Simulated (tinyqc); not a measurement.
Gate-all-around wire, scale length and short-channel effects: effect of the relative permittivity of the insulator.

A round wire of diameter ts in an insulator shell of thickness ti under a surrounding gate. Below threshold the potential that source and drain add obeys Laplace's equation and vanishes on the gate. Its lowest mode decays along the channel as exp(-k y); k is the smallest positive root of the matching condition at the interface, and the scale length is Lambda = pi/k.

k is the smallest positive root of f(k) = ei J0(u)[J1(u) Y0(v) - Y1(u) J0(v)] - eps_r J1(u)[J0(u) Y0(v) - Y0(u) J0(v)], u = k ts/2, v = u + k ti. Along the channel psi(y) = s + a exp(y/l) + b exp(-y/l) with psi(0) = Vbi, psi(L) = Vbi + Vds and l = 1/k = Lambda/pi; with A = Vbi - s, B = A + Vds, x = exp(-L/l): a = (B - A x) x/(1 - x^2), b = (A - B x)/(1 - x^2). The minimum is s + 2 sqrt(a b), at y = (l/2) ln(b/a). The long-channel potential follows the gate as s = sT + (Vg - VTL)/m, and the threshold VT is the gate voltage at which the minimum equals sT. Swing = m Vt ln 10/g at threshold, g = d(minimum)/ds = 1 - (b x + a)/((1 + x) sqrt(a b)). DIBL = [VT(0.05 V) - VT(Vds)]/(Vds - 0.05 V). sT and Vbi are held fixed; m = 1.

Inputs (values chosen for the exercise); permittivities: semiconductor close to that of germanium, insulator close to that of silicon nitride: temperature T = 325 K; relative permittivity of the semiconductor eps_r = 16.2; insulator thickness ti = 2.8 nm; wire diameter ts = 5.3 nm; channel length L = 15 nm; potential of the source Vbi = 0.94 V; potential of the barrier top at threshold sT = 0.52 V; drain voltage Vds = 0.5 V.

Constants: q = 1.602176634e-19 C, kB = 1.380649e-23 J/K, Vt = kB T/q. Results are converted to the units shown.

Result of one run:

| ei | Lambda (nm) | L/Lambda | VT - VTL at Vds (mV) | DIBL (mV/V) | swing (mV/decade) |
|---|---|---|---|---|---|
| 5.7 | 9.8603 | 1.5213 | -139.78 | 91.179 | 79.760 |

What becomes of these results when the relative permittivity of the insulator ei is changed from 5.7 to 3.9, all else the same?

Result of the changed run:

| ei | Lambda (nm) | L/Lambda | VT - VTL at Vds (mV) | DIBL (mV/V) | swing (mV/decade) |
|---|---|---|---|---|---|
| 3.9 | 11.407 | 1.3150 | -209.85 | 138.02 | 87.259 |

The whole series:

| ei | Lambda (nm) | L/Lambda | VT - VTL at Vds (mV) | DIBL (mV/V) | swing (mV/decade) |
|---|---|---|---|---|---|
| 3.9 | 11.407 | 1.3150 | -209.85 | 138.02 | 87.259 |
| 5.7 | 9.8603 | 1.5213 | -139.78 | 91.179 | 79.760 |
| 8.5 | 8.5831 | 1.7476 | -92.009 | 59.576 | 74.602 |
| 12 | 7.7206 | 1.9429 | -65.182 | 41.994 | 71.682 |
| 18 | 6.9374 | 2.1622 | -44.795 | 28.733 | 69.449 |
| 27 | 6.3535 | 2.3609 | -32.145 | 20.557 | 68.056 |
| 40 | 5.9354 | 2.5272 | -24.451 | 15.607 | 67.206 |

As ei goes from 3.9 to 40, Lambda falls from 11.4 to 5.94 nm, DIBL falls from 138 to 15.6 mV/V and the swing falls from 87.3 to 67.2 mV a decade. On average Lambda goes as ei^(-0.28). At ei = 3.9 L is under 1.5 Lambda, where higher modes, left out of the one-mode potential, count.

Program tinyqc, `OMP_NUM_THREADS=1 python tinyqc.py 2420144 2420145 out.jsonl`; Intel Xeon 2.30GHz, shared host, one thread, about 0.06 s.
